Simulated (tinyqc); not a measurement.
Changing the hydrogen pressure p: hydrogen passivation of interface dangling bonds: competing passivation and dissociation with distributed barriers. Computed by tinyqc, a small Python program. Command: `OMP_NUM_THREADS=1 python tinyqc.py 3025916 3025917 out.jsonl passiv sweep`. One thread of a shared host (Intel(R) Xeon(R) Processor @ 2.30GHz), about 0.09 s of CPU time with the checks.

P_b + H2 gives P_bH + H at the rate k_f [H2]; P_bH gives P_b + H at the rate k_d. All defects start unpassivated. E_f and E_d are Gaussian and independent.

Inputs (values chosen for the exercise, close to those used for P_b centres at the silicon-oxide interface):
```
quantity,value,unit
defect density N0,2.5e+12,1/cm^2
passivation prefactor k_f0,9.9e-07,cm^3/s
mean passivation barrier E_f,1.66,eV
spread sigma_f,0.11,eV
dissociation prefactor k_d0,8.1e+12,1/s
mean dissociation barrier E_d,2.85,eV
spread sigma_d,0.031,eV
"H2 in the oxide per atm, solubility factor",1.9e+18,1/(cm^3 atm)
anneal temperature T,475,C
anneal time t,2400,s
oxide thickness,5.9,nm
```

Constants: k_B = 8.617333262e-05 eV/K; e = 1.602176634e-19 C; eps_0 = 8.8541878128e-12 F/m.

Method:
- [H2] = solubility factor x p; a = k_f0 [H2] exp(-E_f/(k_B T)), d = k_d0 exp(-E_d/(k_B T)). For one pair of barriers the active share is y = [d + a exp(-(a + d) t)]/(a + d).
- Temperatures in kelvin are T(C) + 273.15.
- Average y over both Gaussians with 40 x 40 Gauss-Hermite points.
- Active density N0 y; threshold shift if each active defect holds one charge, e N0 y t_ox/(3.9 eps_0).
- Minimise the averaged y over T between 150 and 900 C: find where ln y is equal at T - 0.05 and T + 0.05 C; T is rounded to 0.1 C.

One run for each value:
```
hydrogen pressure p (atm),active share y,best temperature (C),least active share
0.003,5.7752e-03,540.8,2.7627e-04
0.009,9.5656e-04,526.8,7.1267e-05
0.03,9.3986e-05,511.3,1.5896e-05
0.09,9.1735e-06,497.3,4.0151e-06
0.3,9.5266e-07,481.9,8.8424e-07
0.9,2.3257e-07,468.4,2.2147e-07
3,6.6739e-08,453.8,4.8631e-08
9,2.2184e-08,441.0,1.2145e-08
30,6.6544e-09,427.1,2.6672e-09
```

Over the rows, active share y falls from 0.00578 to 6.65e-9 (exponent d ln y / d ln x -1.6 between the first rows and -1.0 between the last); best temperature (C) falls from 541 to 427 (exponent d ln y / d ln x -0.024 between the first rows and -0.027 between the last); least active share falls from 2.76e-4 to 2.67e-9 (exponent d ln y / d ln x about -1.3 throughout). At the high end the exponent of active share y is -1.00, close to -1: steady balance d/a. High pressure speeds passivation and shifts the balance, the reason for high-pressure anneals.

Caution (all rows): a least active share below 1e-3 is a property of the model; measured passivation levels off well above it. Caution (all rows): atomic hydrogen, which both passivates and depassivates, and further passivation during cooling are left out. Caution (rows 0.00900, 0.0300, 0.0900, 0.300, 0.900, 3.00, 9.00, 30.0): densities below a few 1e9 per cm^2 are formal: other defects set the floor in real interfaces.

Extremes, crossings and ranges named in words are read from the listed rows.
